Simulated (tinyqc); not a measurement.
Worked calculation: tight binding, honeycomb lattice. One step of it, computed by the program tinyqc.

Problem. Levels at k. Diagonalise the Hermitian matrix.

H(k) at k (eV), order A, B:
```
[[-0.039464, -2.287507+1.038112i],
 [-2.287507-1.038112i, 0.038382]]
```

Give: eigenvalues; weights |c|^2 of the basis functions.

Solution.

eigenvalues (eV): [-2.5129, 2.5118]

weights |c|^2 of the basis functions, order A, B:
```
[[0.5077, 0.4923],
 [0.4923, 0.5077]]
```
